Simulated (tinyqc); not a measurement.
## Stacked nanosheet transistor, parasitic resistance, capacitance and delay: effect of the supply voltage

Ns sheets share one contact on top; each has perimeter p = 2 (Ws + ts) and cross-section A = Ws ts; contact width Wc = Ws + 10 nm, stack height Hs = Ns pv. Sheet 1 is the top one. Contact length Lc = CPP - Lg - 2 Lsp, shared by two neighbouring gates. Source and drain sides are equal. The formulas are first-order estimates, not field solutions.

Epitaxy sheet resistance Rsh = re/te, transfer length LT = sqrt(rc/Rsh), contact Rc = [sqrt(rc Rsh)/Wc] coth(Lc/(2 LT)); extension of one sheet Rx = rx Lsp/A. With N sheets: gate Cg = Cinv p N Lg; per side, plate Cp = ks eps0 [Wc (Hs + Hc) - N A]/Lsp, top fringe Cf = (2/pi) ks eps0 Wc ln(1 + Lg/(2 Lsp)), overlap Co = Cinv p N Lov. One sheet: I = p Q vx u/(1 + |u|^1.8)^(1/1.8), Q = Cinv n Vt ln(1 + exp((Vg' - VT + dl Vd')/(n Vt))), u = Vd' mu/(vx Lg), Vg' = Vgs - v, Vd' = Vds - 2 v, with the drop on each side v_j = Rc sum I + rv (sum over levels k = 2..j of the current of sheets k..Ns) + Rx I_j. Ieff = [I(Vgs = Vdd, Vds = Vdd/2) + I(Vdd/2, Vdd)]/2, total currents. With Cs = Cp + Cf + Co, the load of an inverter of two such devices driving an equal one is CL = 2 (Cg + 2 Cs) + 4 Cs + Cw (own drains counted twice for the Miller effect); delay CL Vdd/(2 Ieff).

Inputs (values chosen for the exercise); values close to those of silicon logic devices: temperature T = 300 K; number of sheets Ns = 2; sheet width Ws = 40 nm; sheet thickness ts = 5 nm; vertical pitch of the sheets pv = 12 nm; vertical resistance between sheet levels rv = 91 ohm; contacted gate pitch CPP = 54 nm; gate length Lg = 16 nm; spacer length Lsp = 4 nm; relative permittivity of the spacer ks = 4.5; gate height above the channel stack Hc = 25 nm; contact resistivity rc = 1.4e-9 ohm cm^2; resistivity of the source-drain epitaxy re = 0.00029 ohm cm; current-carrying depth of the epitaxy te = 15 nm; resistivity of the extension rx = 0.0013 ohm cm; gate overlap Lov = 1.5 nm; inversion capacitance Cinv = 2.5 uF/cm^2; injection velocity vx = 9.6e6 cm/s; apparent mobility mu = 180 cm^2/(V s); threshold at zero drain voltage VT = 0.21 V; barrier lowering dl = 0.069 V/V; subthreshold factor n = 1.1; wire load Cw = 0.24 fF.

Constants: q = 1.602176634e-19 C, kB = 1.380649e-23 J/K, eps0 = 8.8541878128e-12 F/m, Vt = kB T/q. Results are converted to the units shown.

The same in every row: Rc (ohm) = 205.6; Rx/N (ohm) = 130.0; CL (aF) = 612.5.

Result of one run:

| Vdd (V) | Ieff (uA) | delay (ps) |
|---|---|---|
| 0.55 | 78.37 | 2.149 |

What becomes of these results when the supply voltage Vdd is changed from 0.55 to 0.65 V, all else the same?

Result of the changed run:

| Vdd (V) | Ieff (uA) | delay (ps) |
|---|---|---|
| 0.65 | 107.1 | 1.859 |

The whole series:

| Vdd (V) | Ieff (uA) | delay (ps) |
|---|---|---|
| 0.45 | 50.80 | 2.713 |
| 0.55 | 78.37 | 2.149 |
| 0.65 | 107.1 | 1.859 |
| 0.75 | 136.2 | 1.686 |
| 0.85 | 165.6 | 1.572 |
| 0.95 | 195.0 | 1.492 |

As Vdd goes from 0.45 to 0.95 V, Ieff rises from 50.8 to 195 uA, CL stays at 613 aF and the delay falls from 2.71 to 1.49 ps.

Computed by the program tinyqc: `OMP_NUM_THREADS=1 python tinyqc.py 2170080 2170081 out.jsonl`, one thread of a shared Intel Xeon 2.30GHz, about 0.06 s for the whole run.
